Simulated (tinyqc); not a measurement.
Inside a calculation. Model: gas flow in a process chamber: flow regimes, conductance, effective pumping speed, pump-down, outgassing and purge. Computed by tinyqc, a small Python program that keeps every step. Command: `OMP_NUM_THREADS=1 python tinyqc.py 3121120 3121121 out.jsonl pump walk`. One thread of a shared host (Intel(R) Xeon(R) Processor @ 2.30GHz), about 0.09 s of CPU time with the checks. Intermediate numbers are printed to about 5 digits and carried at full precision; extremes and crossings named in words are read from the listed rows.

Ideal gas, isothermal flow, a pump of constant speed at the end of a round pipe; process gas, volume gas and outgassing are given the same properties. 1 sccm = 101325 Pa x 1e-6 m^3/60 s x T/273.15 K.

Inputs (values chosen for the exercise, modelled on oxygen near room temperature):

| quantity | value | unit |
|---|---|---|
| molar mass M | 32 | g/mol |
| molecular diameter | 0.36 | nm |
| viscosity eta | 20.6 | micropascal s |
| temperature T | 293 | K |
| chamber volume V | 7.6 | L |
| wall area | 3.6 | m^2 |
| pipe diameter d | 16 | cm |
| pipe length l | 130 | cm |
| pump speed S | 1300 | L/s |
| process gas flow | 280 | sccm |
| outgassing rate after 1 h | 4e-06 | Pa m^3/(s m^2) |
| outgassing exponent n | 0.88 | - |
| starting pressure p0 | 1300 | Pa |
| target base pressure | 0.0009 | Pa |

Constants: k_B = 1.380649e-23 J/K; u = 1.6605390666e-27 kg.

## Molecular flow

Mean speed c = sqrt(8 k_B T/(pi m)); aperture conductance C_a = c pi d^2/16; molecular pipe C_m = C_a/(1 + 3 l/(4 d)) (Dushman form); viscous pipe C_v = pi d^4 p_mean/(128 eta l); Knudsen interpolation C = C_v + C_m (1 + x)/(1 + 1.24 x), x = d p_mean sqrt(m/(k_B T))/eta. Effective speed 1/S_eff = 1/S + 1/C_m; time constant V/S_eff; pressure at which the free path k_B T/(sqrt2 pi d_m^2 p) equals d.

mean speed c = 440.30 m/s

C_a = 2213.2 L/s

C_m = 311.99 L/s

S_eff in molecular flow = 251.61 L/s

time constant = 0.030206 s

pressure where the free path equals d = 0.043910 Pa

The pipe passes on 19 % of the pump speed; a larger pump would gain little, since S_eff cannot exceed C_m.

## Process pressure

Steady flow: the pump inlet is at p_2 = Q/S, and the chamber pressure p_1 solves Q = C((p_1 + p_2)/2) (p_1 - p_2). Residence time = p_1 V/Q. Knudsen number = free path at the mean pressure over d.

throughput Q = 507.21 Pa L/s

p_2 = 0.39016 Pa

chamber pressure p_1 = 1.1102 Pa

conductance C = 704.41 L/s

residence time = 0.016635 s

Knudsen number = 0.058532

The flow in the pipe is transitional.

## Purging a well-mixed chamber

With steady flow a contaminant decays as exp(-t/residence time); gas used = flow x time.

time to dilute 1e3 times = 0.11491 s

time to dilute 1e6 times = 0.22982 s

gas used for 1e6 = 1.0725 standard cm^3

## Pump-down curve

Pump-down: V dp/dt = -S_eff(p) p + q(t) A, with S_eff = S p_2/p, where p_2 solves C((p + p_2)/2) (p - p_2) = S p_2 at each moment, and q(t) = q_1 (1 h/(t + 10 s))^n; integrated adaptively. At long times p = q(t) A/S_eff. S_eff(p) is tabulated at 260 pressures and interpolated in ln p. Comparison columns: p0 exp(-t/time constant) with the molecular S_eff (0 below 1e-26 p0), and the outgassing limit.

Pressure against time:

| t (s) | p (Pa) | S_eff (L/s) | volume gas only (Pa) | outgassing limit (Pa) |
|---|---|---|---|---|
| 0.3 | 1.0361e-02 | 247.04 | 6.3184e-02 | 9.9058e-03 |
| 1 | 9.5351e-03 | 247.31 | 5.4471e-12 | 9.3489e-03 |
| 3 | 8.2129e-03 | 247.77 | 0 | 8.0708e-03 |
| 10 | 5.5941e-03 | 248.81 | 0 | 5.5244e-03 |
| 30 | 3.0233e-03 | 249.98 | 0 | 3.0018e-03 |
| 100 | 1.2362e-03 | 250.91 | 0 | 1.2324e-03 |
| 300 | 4.9582e-04 | 251.32 | 0 | 4.9521e-04 |
| 1000 | 1.7522e-04 | 251.50 | 0 | 1.7514e-04 |
| 3600 | 5.7101e-05 | 251.57 | 0 | 5.7093e-05 |
| 20000 | 1.2650e-05 | 251.60 | 0 | 1.2650e-05 |
| 100000 | 3.0701e-06 | 251.60 | 0 | 3.0701e-06 |

From t = 0.3 s on the pressure is within 20 % of the outgassing limit, which falls only as (t + 10 s)^-0.88: walls, not volume, set the time to base pressure.

## Time to base pressure

From the outgassing limit: t = 1 h x (q_1 A/(S_eff p_target))^(1/n) - 10 s; monolayer time at the target = 1e19 m^-2 x 4 k_B T/(p c) for unit sticking.

time to the target = 0.040897 h

monolayer time = 0.40834 s

Checks made by the program: throughput from C and the pressure drop (relative difference below 1e-10).
